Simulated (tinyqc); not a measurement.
Trap density from the barrier height.

Question. In a partly depleted grain with all boundary traps filled, 2 N W = Qt and VB = q N W^2/(2 eps0 eps_r). Find Qt, W and the doping at which VB would equal Vt.

Parameters, values chosen for the exercise: temperature T = 300 K; relative permittivity eps_r = 11.7.

Constants: q = 1.602176634e-19 C, kB = 1.380649e-23 J/K, Vt = kB T/q, eps0 = 8.8541878128e-14 F/cm where lengths are in cm. Results are converted to the units shown.

doping = 2.2e18 cm^-3
barrier height = 0.10158298 V

Answer. Eliminating W gives VB = q Qt^2/(8 eps0 eps_r N), which falls as 1/N.

Qt = 3.400e12 cm^-2
W = 7.727 nm
doping for VB = Vt = 8.645e18 cm^-3

Program tinyqc, `OMP_NUM_THREADS=1 python tinyqc.py 2830166 2830167 out.jsonl`; Intel Xeon 2.30GHz, shared host, one thread, about 0.01 s.
